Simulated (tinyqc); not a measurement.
Length of a polyene: Hueckel, PPP and singles CI along the polyenes. Computed by the program tinyqc. Hueckel uses the same beta without repulsion; CIS keeps all single excitations and so misses the low, doubly excited 2Ag state. W is the valence ionisation energy of a centre, MN the Mataga-Nishimoto formula, f the oscillator strength.

All-trans chains of carbon centres 1.40 angstrom apart:

| parameter | value |
|---|---|
| beta (eV), times 1 +/- alternation | -2.650000 |
| alternation | 0.190000 |
| W (eV) | 11.160000 |
| gamma_rr (eV) | 11.230000 |
| repulsion formula | Ohno |

Gaps and excitations (eV):

| centres | Hueckel gap | PPP orbital gap | bright singlet (CIS) | f | lowest triplet (CIS) |
|---|---|---|---|---|---|
| 2 | 6.307 | 13.892 | 8.130 | 0.697 | 4.484 |
| 6 | 3.697 | 10.287 | 5.688 | 1.618 | 3.167 |
| 8 | 3.240 | 9.621 | 5.175 | 2.008 | 2.950 |
| 10 | 2.954 | 9.207 | 4.846 | 2.379 | 2.828 |
| 12 | 2.760 | 8.931 | 4.622 | 2.742 | 2.752 |

Estimate the missing row, centres = 4.

Computed row:
```
centres  Hueckel gap  PPP orbital gap  bright singlet (CIS)      f  lowest triplet (CIS)
4              4.516           11.463                 6.545  1.193                 3.587
```

The Hueckel gap tends to 4 x alternation x |beta| = 2.01 eV for long chains. Exchange opens the PPP orbital gap, and the attraction of electron and hole brings the bright state 4.31 eV below it at 12 centres; the triplet lies 1.87 eV lower still.
